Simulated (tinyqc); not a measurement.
Fermi level and growth conditions: formation energy of a charged point defect from supercell energies. Computed by tinyqc, a small Python program. Command: `OMP_NUM_THREADS=1 python tinyqc.py 3011586 3011587 out.jsonl formation walk`. One thread of a shared host (Intel(R) Xeon(R) Processor @ 2.30GHz), about 0.01 s of CPU time with the checks.

The host is a compound AB. Making the defect adds n_A = -1, n_B = 0 atoms to the cell. All total energies are inputs. E_F is counted from the valence-band maximum (VBM); x = 0 is A-rich and x = 1 B-rich growth.

Inputs (values chosen for the exercise, for a model compound AB):
```
quantity                      value      unit
gap E_g                        3.04        eV
E_VBM of the host cell        2.083        eV
potential alignment dV        -0.13        eV
dielectric constant eps        9.82         -
cell length L                  20.5  angstrom
mu_A of the pure element     -2.057        eV
formation enthalpy dH of AB   -1.92        eV
growth condition x             0.23         -
```

Defect: vacancy of A. Supercell lattice: sc.

charge states q: 0  -1  -2  -3

E(defect, q) - E(host), in the order of q (eV): 4.097  7.82  11.595  15.203

Constants: e^2/(4 pi eps_0) = 14.39964548 eV angstrom.

Method:
- dmu_A = x dH and dmu_B = (1 - x) dH, so that dmu_A + dmu_B = dH; mu = mu(element) + dmu.
- The reservoir term is sum n_i mu_i.
- Image-charge correction of a point charge in a neutralising background: E_corr = q^2 alpha e^2/(4 pi eps_0) / (2 eps L), alpha = 2.837297 for a sc array with L the cube root of the volume.
- E_f(q, E_F) = [E(defect, q) - E(host)] - sum n_i mu_i + q (E_VBM + dV + E_F) + E_corr(q).
- Each entry is the lowest E_f over q.

E_f(q, 0) (eV): (q=0) 1.59840, (q=-1) 3.46988, (q=-2) 5.59630, (q=-3) 7.75868

sum n_i mu_i = 2.4986 eV

Lowest formation energy (eV):
```
E_F (eV)  stable q  A-rich, x = 0  x = 0.5  B-rich, x = 1
0.00             0         2.0400   1.0800         0.1200
0.38             0         2.0400   1.0800         0.1200
0.76             0         2.0400   1.0800         0.1200
1.14             0         2.0400   1.0800         0.1200
1.52             0         2.0400   1.0800         0.1200
1.90            -1         2.0115   1.0515         0.0915
2.28            -3         1.3603   0.4003        -0.5597
2.66            -3         0.2203  -0.7397        -1.6997
3.04            -3        -0.9197  -1.8797        -2.8397
```

Going from A-rich to B-rich growth shifts every line by -1.920 eV and moves no transition level. The slope of the envelope is the stable charge, so E_f is highest in the rows from E_F = 0 to 1.52 eV, where the neutral state is stable: the defect forms most easily in n-type material. Under A-rich growth E_f turns negative for part of the gap, so in equilibrium E_F cannot enter that part. Under B-rich growth E_f turns negative for part of the gap, so in equilibrium E_F cannot enter that part. Caution: the largest image-charge correction in these energies, q^2 alpha e^2/(8 pi eps_0 eps L) with alpha = 2.837297, exceeds a quarter of the gap; the point-charge term alone is then a rough estimate, usually too large for a charge that is spread out.

Extremes, crossings and ranges named in words are read from the listed rows.
